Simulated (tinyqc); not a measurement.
Electrons shared among three sets of ellipsoidal valleys, step by step. Values are carried at full precision from step to step, so a last printed digit may differ when a step is redone from the rounded ones.

Constants: hbar^2/2m0 = 3.80998211 eV angstrom^2; kB = 8.617333262e-05 eV/K.

Parameters, chosen for this exercise (masses and offsets near those of Si; mobilities are free inputs, held fixed; not measured data): ml = (0.959, 0.959, 1.755) m0 (longitudinal masses of Delta2, Delta4, L); mt = (0.1808, 0.1808, 0.1237) m0 (transverse masses); M = (2, 4, 4) (valleys in each set); T = 300 K; dE = (0, 0.032, 0.939) eV (edges of Delta2, Delta4, L above the first, the first two split by strain); n = 4.4e+19 1/cm^3 (total electron density); mu = (1900, 1000, 420) cm^2/(V s) (mobility of each set, for current in the plane normal to the Delta2 axis).

## Masses of each set

One valley: m_d = (ml mt^2)^(1/3). Whole set: m_de = M^(2/3) m_d. Mean over three axes: 1/m_c = (1/ml + 2/mt)/3. Anisotropy K = ml/mt.

m_d, m_de, m_c (m0) and K of each set:
```
set        m_d    m_de     m_c      K
Delta2  0.3153  0.5005  0.2478   5.30
Delta4  0.3153  0.7945  0.2478   5.30
L       0.2995  0.7546  0.1792  14.19
```

m_de/m_c is 2.02 for Delta2, 3.21 for Delta4, 4.21 for L: many anisotropic valleys give many states at a light conductivity mass. m_c is the mean over three axes; a set that holds only some of the equivalent valleys conducts with a mass that depends on direction.

## Effective densities of states

N_i = M_i times N = 2 (m kB T/(4 pi c))^(3/2) with c = hbar^2/2m0, in 1/angstrom^3; times 1e24 for 1/cm^3, with m = (ml mt^2)^(1/3).

kT = 0.025852 eV

N_i (1/cm^3): Delta2 8.8861e+18, Delta4 1.7772e+19, L 1.6449e+19

## Fermi level and populations

F_j(eta) = (1/Gamma(j + 1)) integral_0^infinity x^j dx/(1 + exp(x - eta)), which tends to exp(eta) for eta << 0.

Solve n = sum_i N_i F_1/2((EF - dE_i)/kT), energies from the edge of the first set.

EF = 0.0472 eV

eta_i: Delta2 1.82, Delta4 0.59, L -34.50

n_i (1/cm^3): Delta2 2.29e+19, Delta4 2.11e+19, L 1.71e+04

shares: Delta2 0.5197, Delta4 0.4803, L 0.0000

Delta2 holds most electrons (52.0 %). Boltzmann weights N_i exp(-dE_i/kT) would give Delta4 a share of 0.3671.

## Drift and Hall mobility of the mixture

With f_i the shares, mu_drift = sum f_i mu_i; low-field Hall mobility mu_H = sum f_i mu_i^2/mu_drift (scattering and anisotropy factors set to 1); the Hall density is n mu_drift/mu_H; rho = 1/(e n mu_drift), e = 1.602176634e-19 C.

mu_drift = 1468 cm^2/(V s)
mu_H = 1605 cm^2/(V s)
Hall density = 4.02e+19 1/cm^3
rho = 9.66e-05 ohm cm

A Hall measurement would read 91.4 % of the true density. The mobilities are of the size met in pure crystals; at this density impurities would cut them and raise rho, by a factor of two to ten or more depending on crystal and density.

## Checks

- Share of Delta4 at n = 1e10 1/cm^3 against the Boltzmann weight: both 0.3671.

Computed by tinyqc, a small Python program: `OMP_NUM_THREADS=1 python tinyqc.py 1682496 1682497 out.jsonl` (the numbers bound the seed that draws the inputs); one thread of a shared host (Intel(R) Xeon(R) Processor @ 2.30GHz), about 0.01 s for the whole set of steps.
